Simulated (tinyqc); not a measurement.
Worked calculation: UHF in the sto-6g basis, for Be+, spin multiplicity 2. This run ends on a higher stationary point, not on the lowest solution. Computed by tinyqc, a small Python program that keeps every step (integrals from PySCF). Settings: charge = 1, multiplicity = 2, basis = sto-6g, energy threshold = 1e-09, iteration cap = 73, orthogonalisation = symmetric, start = random, DIIS depth = 4, DIIS from iteration = 2, shift = 0.2, method = UHF. Command: `OMP_NUM_THREADS=1 python tinyqc.py 26756 26757 out.jsonl` (the two numbers bound the seeds that draw the settings). One thread of a shared host (Intel(R) Xeon(R) Processor @ 2.60GHz), about 0.06 s of CPU time with the checks. Later iterations appear only in the table of the cycle.

## One-electron integrals

Geometry (angstrom):
```
atom,x,y,z
Be,0.00000,0.00000,0.00000
```

Basis sto-6g: exponents (1/bohr^2) and contraction coefficients of normalised primitives:
```
element,l (shell),exponent,coefficient
Be,s (1),312.87049,0.00916
Be,s (1),57.36446,0.04936
Be,s (1),16.04851,0.16854
Be,s (1),5.51310,0.37056
Be,s (1),2.14090,0.41649
Be,s (1),0.88174,0.13033
Be,s (2),13.63325,-0.01325
Be,s (2),2.69838,-0.04699
Be,s (2),0.83865,-0.03379
Be,s (2),0.32266,0.25024
Be,s (2),0.14013,0.59512
Be,s (2),0.06423,0.24071
Be,p (3),13.63325,0.00376
Be,p (3),2.69838,0.03768
Be,p (3),0.83865,0.17390
Be,p (3),0.32266,0.41804
Be,p (3),0.14013,0.42586
Be,p (3),0.06423,0.10171
```

Overlap, kinetic and nuclear-attraction integrals over the contracted functions; the nuclear repulsion is the sum of Za Zb / Rab.

nuclear repulsion = 0 hartree

overlap S, lower triangle:
```
,1Be 1s,1Be 2s,1Be 2px,1Be 2py,1Be 2pz
1Be 1s,1.00000
1Be 2s,0.25476,1.00000
1Be 2px,0.00000,0.00000,1.00000
1Be 2py,0.00000,0.00000,0.00000,1.00000
1Be 2pz,0.00000,0.00000,0.00000,0.00000,1.00000
```

kinetic energy T (hartree), lower triangle:
```
,1Be 1s,1Be 2s,1Be 2px,1Be 2py,1Be 2pz
1Be 1s,6.76875
1Be 2s,-0.20738,0.22012
1Be 2px,0.00000,0.00000,0.66127
1Be 2py,0.00000,0.00000,0.00000,0.66127
1Be 2pz,0.00000,0.00000,0.00000,0.00000,0.66127
```

nuclear attraction V (hartree), lower triangle:
```
,1Be 1s,1Be 2s,1Be 2px,1Be 2py,1Be 2pz
1Be 1s,-14.71479
1Be 2s,-1.65073,-2.30009
1Be 2px,0.00000,0.00000,-2.29999
1Be 2py,0.00000,0.00000,0.00000,-2.29999
1Be 2pz,0.00000,0.00000,0.00000,0.00000,-2.29999
```

core Hamiltonian H = T + V (hartree), lower triangle:
```
,1Be 1s,1Be 2s,1Be 2px,1Be 2py,1Be 2pz
1Be 1s,-7.94604
1Be 2s,-1.85812,-2.07997
1Be 2px,0.00000,0.00000,-1.63872
1Be 2py,0.00000,0.00000,0.00000,-1.63872
1Be 2pz,0.00000,0.00000,0.00000,0.00000,-1.63872
```

## Two-electron integrals

Functions are numbered as in S; the eight-fold symmetry (ij|kl) = (ji|kl) = (kl|ij) leaves the list below.

Two-electron integrals (ij|kl) in chemists' order, unique and non-zero (hartree):
```
i,j,k,l,(ij|kl)
1,1,1,1,2.30000
2,1,1,1,0.36188
2,1,2,1,0.07193
2,2,1,1,0.57033
2,2,2,1,0.13965
2,2,2,2,0.41777
3,1,3,1,0.01525
3,2,3,1,0.02255
3,2,3,2,0.09234
3,3,1,1,0.57033
3,3,2,1,0.13965
3,3,2,2,0.41777
3,3,3,3,0.45012
4,1,4,1,0.01525
4,2,4,1,0.02255
4,2,4,2,0.09234
4,3,4,3,0.02426
4,4,1,1,0.57033
4,4,2,1,0.13965
4,4,2,2,0.41777
4,4,3,3,0.40160
4,4,4,4,0.45012
5,1,5,1,0.01525
5,2,5,1,0.02255
5,2,5,2,0.09234
5,3,5,3,0.02426
5,4,5,4,0.02426
5,5,1,1,0.57033
5,5,2,1,0.13965
5,5,2,2,0.41777
5,5,3,3,0.40160
5,5,4,4,0.40160
5,5,5,5,0.45012
```

## Orthogonalisation

S = U s U^T; symmetric (Loewdin) form X = U s^(-1/2) U^T, so that X^T S X = 1.

eigenvalues of S: 0.74524  1.00000  1.00000  1.00000  1.25476

X, lower triangle:
```
,1Be 1s,1Be 2s,1Be 2px,1Be 2py,1Be 2pz
1Be 1s,1.02556
1Be 2s,-0.13283,1.02556
1Be 2px,0.00000,0.00000,1.00000
1Be 2py,0.00000,0.00000,0.00000,1.00000
1Be 2pz,0.00000,0.00000,0.00000,0.00000,1.00000
```

## Starting guess

The start is random orthonormal orbitals; D(s) = C_occ C_occ^T for each spin.

D(alpha) at the start, lower triangle:
```
,1Be 1s,1Be 2s,1Be 2px,1Be 2py,1Be 2pz
1Be 1s,0.53349
1Be 2s,0.13295,0.05467
1Be 2px,0.07924,0.08682,0.22068
1Be 2py,0.22016,-0.06686,-0.34642,0.77890
1Be 2pz,-0.37458,-0.13525,-0.18614,0.08225,0.34452
```

D(beta) at the start, lower triangle:
```
,1Be 1s,1Be 2s,1Be 2px,1Be 2py,1Be 2pz
1Be 1s,0.04556
1Be 2s,0.04131,0.03745
1Be 2px,0.10006,0.09073,0.21979
1Be 2py,-0.15052,-0.13648,-0.33061,0.49730
1Be 2pz,-0.09027,-0.08185,-0.19827,0.29823,0.17885
```

## Iteration 1: building the Fock matrix

J_ij = sum D_kl (ij|kl) with D = D(alpha) + D(beta), K_ij = sum D_kl (ik|jl) for each spin; F = H + J - K(s); E = tr D H + tr D J / 2 - 0.5 sum_s tr D(s) K(s) + E_nn.

Coulomb J (hartree), lower triangle:
```
,1Be 1s,1Be 2s,1Be 2px,1Be 2py,1Be 2pz
1Be 1s,2.78804
1Be 2s,0.56031,1.35324
1Be 2px,0.01348,0.04088,1.33838
1Be 2py,-0.00705,-0.03441,-0.03285,1.37893
1Be 2pz,-0.02397,-0.06106,-0.01865,0.01846,1.34240
```

exchange K(alpha) (hartree), lower triangle:
```
,1Be 1s,1Be 2s,1Be 2px,1Be 2py,1Be 2pz
1Be 1s,1.34769
1Be 2s,0.31640,0.22246
1Be 2px,0.06049,0.05714,0.14576
1Be 2py,0.11808,0.00161,-0.14753,0.38349
1Be 2pz,-0.24129,-0.12975,-0.07927,0.03502,0.19850
```

exchange K(beta) (hartree), lower triangle:
```
,1Be 1s,1Be 2s,1Be 2px,1Be 2py,1Be 2pz
1Be 1s,0.15104
1Be 2s,0.06845,0.11319
1Be 2px,0.07331,0.06251,0.12135
1Be 2py,-0.11028,-0.09403,-0.14079,0.23953
1Be 2pz,-0.06613,-0.05639,-0.08443,0.12701,0.10392
```

F(alpha) (hartree), lower triangle:
```
,1Be 1s,1Be 2s,1Be 2px,1Be 2py,1Be 2pz
1Be 1s,-6.50569
1Be 2s,-1.61421,-0.94919
1Be 2px,-0.04701,-0.01626,-0.44611
1Be 2py,-0.12513,-0.03602,0.11468,-0.64328
1Be 2pz,0.21731,0.06869,0.06062,-0.01657,-0.49482
```

F(beta) (hartree), lower triangle:
```
,1Be 1s,1Be 2s,1Be 2px,1Be 2py,1Be 2pz
1Be 1s,-5.30903
1Be 2s,-1.36626,-0.83992
1Be 2px,-0.05983,-0.02164,-0.42169
1Be 2py,0.10323,0.05962,0.10795,-0.49932
1Be 2pz,0.04216,-0.00467,0.06578,-0.10855,-0.40024
```

total energy of this density = -7.6053713 hartree

## Iteration 1: diagonalisation and new density

A level shift of 0.2 hartree raises the virtual space: F + shift (S - S D(s) S), with D(s) the density of one spin. Diagonalise F' = X^T F X, C = X C', fill 2 alpha and 1 beta electrons from the bottom; D(s) = C_occ C_occ^T. Each column has its largest component positive (the first on a tie).

F' = X^T F X (alpha) (hartree), lower triangle:
```
,1,2,3,4,5
1,-6.33132
2,-0.75229,-0.49261
3,-0.06400,-0.02969,-0.29024
4,-0.16549,-0.01271,0.18397,-0.59906
5,0.29151,0.07803,0.09785,-0.03301,-0.36373
```

orbital energies (alpha) (hartree): MO1 -6.44672, MO2 -0.70220, MO3 -0.42004, MO4 -0.33449, MO5 -0.17350

coefficients C (alpha):
```
,MO1,MO2,MO3,MO4,MO5
1Be 1s,0.99897,0.01446,-0.25015,-0.09319,0.00000
1Be 2s,-0.00244,-0.08796,0.86675,0.55715,0.00000
1Be 2px,0.01086,-0.44490,0.10414,-0.23220,0.85859
1Be 2py,0.02768,0.86140,0.26073,-0.26949,0.34150
1Be 2pz,-0.04910,0.22969,-0.46672,0.76211,0.38236
```

F' = X^T F X (beta) (hartree), lower triangle:
```
,1,2,3,4,5
1,-5.03764
2,-0.63384,-0.41446
3,-0.08067,-0.03481,-0.26565
4,0.13131,0.07837,0.17407,-0.39878
5,0.06387,0.00816,0.10544,-0.16819,-0.23601
```

orbital energies (beta) (hartree): MO1 -5.12984, MO2 -0.62465, MO3 -0.32386, MO4 -0.14946, MO5 -0.12472

coefficients C (beta):
```
,MO1,MO2,MO3,MO4,MO5
1Be 1s,0.99778,0.08840,-0.25400,0.00000,0.03894
1Be 2s,0.00567,-0.19311,1.00198,0.00000,-0.16772
1Be 2px,0.01880,-0.48662,-0.11292,0.85859,-0.11366
1Be 2py,-0.03091,0.72949,0.04196,0.34150,-0.59034
1Be 2pz,-0.01461,0.44117,0.21609,0.38236,0.78247
```

D(alpha) after iteration 1, lower triangle:
```
,1Be 1s,1Be 2s,1Be 2px,1Be 2py,1Be 2pz
1Be 1s,0.99815
1Be 2s,-0.00371,0.00774
1Be 2px,0.00441,0.03911,0.19805
1Be 2py,0.04011,-0.07584,-0.38294,0.74277
1Be 2pz,-0.04573,-0.02008,-0.10272,0.19650,0.05517
```

D(beta) after iteration 1, lower triangle:
```
,1Be 1s,1Be 2s,1Be 2px,1Be 2py,1Be 2pz
1Be 1s,0.99556
1Be 2s,0.00566,0.00003
1Be 2px,0.01876,0.00011,0.00035
1Be 2py,-0.03084,-0.00018,-0.00058,0.00096
1Be 2pz,-0.01458,-0.00008,-0.00027,0.00045,0.00021
```

## Iteration 2: building the Fock matrix

As before.

Coulomb J (hartree), lower triangle:
```
,1Be 1s,1Be 2s,1Be 2px,1Be 2py,1Be 2pz
1Be 1s,5.16029
1Be 2s,0.86216,1.55761
1Be 2px,0.00248,0.00829,1.55110
1Be 2py,-0.00315,-0.01362,-0.01861,1.57756
1Be 2pz,-0.00275,-0.00645,-0.00500,0.00956,1.54416
```

exchange K(alpha) (hartree), lower triangle:
```
,1Be 1s,1Be 2s,1Be 2px,1Be 2py,1Be 2pz
1Be 1s,2.30881
1Be 2s,0.38237,0.16596
1Be 2px,0.00893,0.02067,0.12428
1Be 2py,0.01118,-0.03218,-0.16308,0.35625
1Be 2pz,-0.03004,-0.01766,-0.04375,0.08368,0.06343
```

exchange K(beta) (hartree), lower triangle:
```
,1Be 1s,1Be 2s,1Be 2px,1Be 2py,1Be 2pz
1Be 1s,2.29391
1Be 2s,0.36395,0.07334
1Be 2px,0.01100,0.00310,0.01563
1Be 2py,-0.01809,-0.00509,-0.00025,0.01589
1Be 2pz,-0.00855,-0.00241,-0.00012,0.00019,0.01557
```

F(alpha) (hartree), lower triangle:
```
,1Be 1s,1Be 2s,1Be 2px,1Be 2py,1Be 2pz
1Be 1s,-5.09455
1Be 2s,-1.37833,-0.68832
1Be 2px,-0.00645,-0.01238,-0.21189
1Be 2py,-0.01433,0.01856,0.14447,-0.41741
1Be 2pz,0.02729,0.01122,0.03875,-0.07412,-0.15798
```

F(beta) (hartree), lower triangle:
```
,1Be 1s,1Be 2s,1Be 2px,1Be 2py,1Be 2pz
1Be 1s,-5.07965
1Be 2s,-1.35991,-0.59570
1Be 2px,-0.00853,0.00519,-0.10325
1Be 2py,0.01494,-0.00853,-0.01836,-0.07705
1Be 2pz,0.00580,-0.00404,-0.00488,0.00936,-0.11013
```

total energy of this density = -14.0854183 hartree

## Iteration 2: diagonalisation and new density

As before.

F' = X^T F X (alpha) (hartree), lower triangle:
```
,1,2,3,4,5
1,-4.99107
2,-0.71112,-0.24294
3,-0.00685,-0.01971,-0.05150
4,-0.02317,0.03495,0.22106,-0.36596
5,0.03608,0.01304,0.05929,-0.11342,0.03098
```

orbital energies (alpha) (hartree): MO1 -5.09564, MO2 -0.51514, MO3 -0.13388, MO4 0.06134, MO5 0.06282

coefficients C (alpha):
```
,MO1,MO2,MO3,MO4,MO5
1Be 1s,0.99543,0.03113,-0.27827,0.01171,0.00000
1Be 2s,0.01727,-0.11692,1.02727,-0.01270,0.00000
1Be 2px,0.00184,-0.44344,-0.05361,-0.25159,0.85859
1Be 2py,0.00351,0.85935,0.09318,-0.36906,0.34150
1Be 2pz,-0.00728,0.22825,0.03716,0.89458,0.38236
```

F' = X^T F X (beta) (hartree), lower triangle:
```
,1,2,3,4,5
1,-4.97873
2,-0.70767,-0.14924
3,-0.01316,0.00595,0.09668
4,0.02258,-0.00990,-0.01824,0.12276
5,0.00938,-0.00452,-0.00483,0.00927,0.08983
```

orbital energies (beta) (hartree): MO1 -5.08042, MO2 -0.04912, MO3 0.08728, MO4 0.08745, MO5 0.13611

coefficients C (beta):
```
,MO1,MO2,MO3,MO4,MO5
1Be 1s,0.99628,-0.27563,0.00000,0.00532,0.02898
1Be 2s,0.01419,1.02996,0.00000,-0.01768,-0.08992
1Be 2px,0.00234,-0.04319,0.85859,-0.25062,-0.44513
1Be 2py,-0.00401,0.06884,0.34150,-0.37092,0.86084
1Be 2pz,-0.00166,0.03551,0.38236,0.89405,0.23070
```

D(alpha) after iteration 2, lower triangle:
```
,1Be 1s,1Be 2s,1Be 2px,1Be 2py,1Be 2pz
1Be 1s,0.99184
1Be 2s,0.01355,0.01397
1Be 2px,-0.01197,0.05188,0.19664
1Be 2py,0.03025,-0.10041,-0.38106,0.73849
1Be 2pz,-0.00014,-0.02681,-0.10123,0.19612,0.05215
```

D(beta) after iteration 2, lower triangle:
```
,1Be 1s,1Be 2s,1Be 2px,1Be 2py,1Be 2pz
1Be 1s,0.99257
1Be 2s,0.01414,0.00020
1Be 2px,0.00233,0.00003,0.00001
1Be 2py,-0.00400,-0.00006,-0.00001,0.00002
1Be 2pz,-0.00166,-0.00002,0.00000,0.00001,0.00000
```

## Iteration 3: building the Fock matrix

As before.

Coulomb J (hartree), lower triangle:
```
,1Be 1s,1Be 2s,1Be 2px,1Be 2py,1Be 2pz
1Be 1s,5.15536
1Be 2s,0.86196,1.55790
1Be 2px,0.00205,0.00915,1.55147
1Be 2py,-0.00373,-0.01737,-0.01849,1.57776
1Be 2pz,-0.00127,-0.00504,-0.00491,0.00952,1.54446
```

exchange K(alpha) (hartree), lower triangle:
```
,1Be 1s,1Be 2s,1Be 2px,1Be 2py,1Be 2pz
1Be 1s,2.30710
1Be 2s,0.39185,0.17213
1Be 2px,0.00140,0.02452,0.12472
1Be 2py,0.00143,-0.04632,-0.16228,0.35547
1Be 2pz,-0.00443,-0.01370,-0.04311,0.08352,0.06319
```

exchange K(beta) (hartree), lower triangle:
```
,1Be 1s,1Be 2s,1Be 2px,1Be 2py,1Be 2pz
1Be 1s,2.29316
1Be 2s,0.36830,0.07543
1Be 2px,0.00137,0.00039,0.01580
1Be 2py,-0.00235,-0.00068,0.00000,0.01580
1Be 2pz,-0.00097,-0.00028,0.00000,0.00000,0.01580
```

F(alpha) (hartree), lower triangle:
```
,1Be 1s,1Be 2s,1Be 2px,1Be 2py,1Be 2pz
1Be 1s,-5.09778
1Be 2s,-1.38801,-0.69419
1Be 2px,0.00064,-0.01537,-0.21197
1Be 2py,-0.00516,0.02894,0.14379,-0.41643
1Be 2pz,0.00316,0.00866,0.03820,-0.07400,-0.15744
```

F(beta) (hartree), lower triangle:
```
,1Be 1s,1Be 2s,1Be 2px,1Be 2py,1Be 2pz
1Be 1s,-5.08384
1Be 2s,-1.36445,-0.59750
1Be 2px,0.00068,0.00876,-0.10304
1Be 2py,-0.00138,-0.01669,-0.01848,-0.07676
1Be 2pz,-0.00029,-0.00476,-0.00491,0.00951,-0.11005
```

total energy of this density = -14.1093781 hartree

## Iteration 3: DIIS over 2 matrices

error matrix X^T (FDS - SDF) X (alpha):
```
,1,2,3,4,5
1,0.00000,0.01272,-0.00871,-0.01402,0.03208
2,-0.01272,0.00000,-0.00848,0.01180,0.00849
3,0.00871,0.00848,0.00000,0.00000,0.00000
4,0.01402,-0.01180,0.00000,0.00000,0.00000
5,-0.03208,-0.00849,0.00000,0.00000,0.00000
```

B (overlaps of the stored error matrices):
```
,1,2
1,2.0842223e-01,3.0762005e-02
2,3.0762005e-02,4.9590334e-03
```

Minimise |sum c_i e_i|^2 with sum c_i = 1: solve [B -1; -1 0][c; lambda] = [0; -1] with B_ij = tr e_i^T e_j summed over both spins, and take F = sum c_i F_i.

DIIS coefficients: -0.16992  1.16992

extrapolated F(alpha) (hartree), lower triangle:
```
,1Be 1s,1Be 2s,1Be 2px,1Be 2py,1Be 2pz
1Be 1s,-5.09833
1Be 2s,-1.38965,-0.69519
1Be 2px,0.00185,-0.01588,-0.21198
1Be 2py,-0.00360,0.03071,0.14368,-0.41626
1Be 2pz,-0.00094,0.00823,0.03810,-0.07398,-0.15735
```

extrapolated F(beta) (hartree), lower triangle:
```
,1Be 1s,1Be 2s,1Be 2px,1Be 2py,1Be 2pz
1Be 1s,-5.08455
1Be 2s,-1.36523,-0.59780
1Be 2px,0.00224,0.00936,-0.10301
1Be 2py,-0.00415,-0.01808,-0.01851,-0.07671
1Be 2pz,-0.00133,-0.00488,-0.00491,0.00954,-0.11004
```

## Iteration 3: diagonalisation and new density

As before.

F' = X^T F X (alpha) (hartree), lower triangle:
```
,1,2,3,4,5
1,-4.99175
2,-0.72522,-0.24924
3,0.00505,-0.02651,-0.05131
4,-0.01119,0.05111,0.21989,-0.36396
5,-0.00134,0.01388,0.05835,-0.11321,0.03222
```

orbital energies (alpha) (hartree): MO1 -5.10017, MO2 -0.51717, MO3 -0.13113, MO4 0.06213, MO5 0.06230

coefficients C (alpha):
```
,MO1,MO2,MO3,MO4,MO5
1Be 1s,0.99465,0.04412,-0.27954,0.00000,0.00023
1Be 2s,0.02026,-0.16381,1.02086,0.00000,0.00036
1Be 2px,-0.00024,-0.44066,-0.07062,0.85859,-0.25229
1Be 2py,0.00075,0.85398,0.13715,0.34150,-0.36781
1Be 2pz,-0.00012,0.22679,0.03608,0.38236,0.89502
```

F' = X^T F X (beta) (hartree), lower triangle:
```
,1,2,3,4,5
1,-4.98231
2,-0.71404,-0.15054
3,0.00059,0.00924,0.09699
4,-0.00106,-0.01788,-0.01850,0.12329
5,-0.00038,-0.00478,-0.00491,0.00954,0.08996
```

orbital energies (beta) (hartree): MO1 -5.08563, MO2 -0.04945, MO3 0.08742, MO4 0.08744, MO5 0.13760

coefficients C (beta):
```
,MO1,MO2,MO3,MO4,MO5
1Be 1s,0.99597,-0.27674,0.00000,0.00000,0.02957
1Be 2s,0.01540,1.02783,-0.00009,0.00000,-0.11283
1Be 2px,-0.00037,-0.04872,-0.25214,0.85859,-0.44370
1Be 2py,0.00069,0.09432,-0.36810,0.34150,0.85964
1Be 2pz,0.00020,0.02517,0.89495,0.38236,0.22856
```

D(alpha) after iteration 3, lower triangle:
```
,1Be 1s,1Be 2s,1Be 2px,1Be 2py,1Be 2pz
1Be 1s,0.99127
1Be 2s,0.01292,0.02725
1Be 2px,-0.01968,0.07218,0.19418
1Be 2py,0.03842,-0.13988,-0.37632,0.72929
1Be 2pz,0.00988,-0.03715,-0.09994,0.19368,0.05143
```

D(beta) after iteration 3, lower triangle:
```
,1Be 1s,1Be 2s,1Be 2px,1Be 2py,1Be 2pz
1Be 1s,0.99195
1Be 2s,0.01534,0.00024
1Be 2px,-0.00036,-0.00001,0.00000
1Be 2py,0.00069,0.00001,0.00000,0.00000
1Be 2pz,0.00020,0.00000,0.00000,0.00000,0.00000
```

## Iteration 17 (converged): orbitals

converged F(alpha) (hartree), lower triangle:
```
,1Be 1s,1Be 2s,1Be 2px,1Be 2py,1Be 2pz
1Be 1s,-5.09802
1Be 2s,-1.38995,-0.69138
1Be 2px,0.00000,-0.00001,-0.21239
1Be 2py,0.00000,0.00001,0.14565,-0.41960
1Be 2pz,0.00000,0.00000,0.03864,-0.07489,-0.15712
```

converged F(beta) (hartree), lower triangle:
```
,1Be 1s,1Be 2s,1Be 2px,1Be 2py,1Be 2pz
1Be 1s,-5.08544
1Be 2s,-1.36513,-0.59776
1Be 2px,0.00000,0.00000,-0.10314
1Be 2py,0.00000,-0.00001,-0.01873,-0.07650
1Be 2pz,0.00000,0.00000,-0.00497,0.00963,-0.11024
```

Diagonalise F' = X^T F X, C = X C', fill 2 alpha and 1 beta electrons from the bottom; D(s) = C_occ C_occ^T. Each column has its largest component positive (the first on a tie).

F' = X^T F X (alpha) (hartree), lower triangle:
```
,1,2,3,4,5
1,-4.99544
2,-0.69777,-0.43843
3,0.00000,-0.00001,-0.21239
4,0.00000,0.00001,0.14565,-0.41960
5,0.00000,0.00000,0.03864,-0.07489,-0.15712
```

orbital energies (alpha) (hartree): MO1 -5.09989, MO2 -0.51460, MO3 -0.33398, MO4 -0.13726, MO5 -0.13726

coefficients C (alpha):
```
,MO1,MO2,MO3,MO4,MO5
1Be 1s,0.99459,0.00002,-0.28319,0.00000,0.00000
1Be 2s,0.02046,-0.00008,1.03392,0.00000,0.00000
1Be 2px,0.00000,-0.44623,-0.00003,0.88707,0.11827
1Be 2py,0.00000,0.86500,0.00007,0.46141,-0.19715
1Be 2pz,0.00000,0.22945,0.00002,-0.01433,0.97321
```

F' = X^T F X (beta) (hartree), lower triangle:
```
,1,2,3,4,5
1,-4.98731
2,-0.68570,-0.34650
3,0.00000,0.00000,-0.10314
4,0.00000,-0.00001,-0.01873,-0.07650
5,0.00000,0.00000,-0.00497,0.00963,-0.11024
```

orbital energies (beta) (hartree): MO1 -5.08650, MO2 -0.24730, MO3 -0.11280, MO4 -0.11280, MO5 -0.06428

coefficients C (beta):
```
,MO1,MO2,MO3,MO4,MO5
1Be 1s,0.99597,-0.27829,0.00000,0.00000,0.00001
1Be 2s,0.01537,1.03401,0.00000,0.00000,-0.00004
1Be 2px,0.00000,-0.00002,0.86195,0.24068,-0.44623
1Be 2py,0.00000,0.00004,0.48438,-0.13095,0.86500
1Be 2pz,0.00000,0.00001,-0.14976,0.96173,0.22945
```

D(alpha) after iteration 17, lower triangle:
```
,1Be 1s,1Be 2s,1Be 2px,1Be 2py,1Be 2pz
1Be 1s,0.98921
1Be 2s,0.02035,0.00042
1Be 2px,-0.00001,0.00004,0.19912
1Be 2py,0.00002,-0.00007,-0.38599,0.74823
1Be 2pz,0.00000,-0.00002,-0.10239,0.19848,0.05265
```

D(beta) after iteration 17, lower triangle:
```
,1Be 1s,1Be 2s,1Be 2px,1Be 2py,1Be 2pz
1Be 1s,0.99196
1Be 2s,0.01531,0.00024
1Be 2px,0.00000,0.00000,0.00000
1Be 2py,0.00000,0.00000,0.00000,0.00000
1Be 2pz,0.00000,0.00000,0.00000,0.00000,0.00000
```

Within a degenerate level the vectors are fixed only up to a rotation; this is one choice.

## Convergence

Stop when the energy changes by less than 1e-09 hartree and every element of the error matrix X^T (F D S - S D F) X (for each spin) is below 9e-06.

Course of the cycle:
```
iteration,E (hartree),change,largest element of the error matrix
1,-7.6053713,-,2.38e+00
2,-14.0854183,-6.48e+00,2.23e-01
3,-14.1093781,-2.40e-02,3.21e-02
4,-14.1116478,-2.27e-03,1.91e-02
5,-14.1092621,2.39e-03,1.12e-02
6,-14.1084165,8.46e-04,6.22e-03
7,-14.1081488,2.68e-04,3.27e-03
8,-14.1080743,7.46e-05,1.70e-03
9,-14.1080542,2.01e-05,8.88e-04
10,-14.1080488,5.39e-06,4.72e-04
11,-14.1080472,1.53e-06,2.50e-04
12,-14.1080468,4.32e-07,1.31e-04
13,-14.1080467,1.19e-07,6.90e-05
14,-14.1080467,3.29e-08,3.62e-05
15,-14.1080467,9.07e-09,1.90e-05
16,-14.1080467,2.50e-09,1.00e-05
17,-14.1080467,6.91e-10,5.26e-06
```

PySCF UHF in the same basis, after a stability check = -14.2512649 hartree

Converged in 17 iterations. But the solution lies 0.14322 hartree above the reference: it is another stationary point, not the lowest one. Reruns (cap 100 unless said): DIIS 8: converged in 7 to a higher stationary point; damping 0.5: not converged; level shift 0.5: converged in 73; atomic densities as start, DIIS 8: converged in 5.

## Populations

Mulliken: Z minus the diagonal of D S on the atom; Loewdin: the same with S^(1/2) D S^(1/2).

Charges (e):
```
atom,Mulliken,Loewdin,Mulliken spin
1Be,1.00000,1.00000,1.00000
```

<S^2> of the determinant (pure state: 0.75) = 0.75002
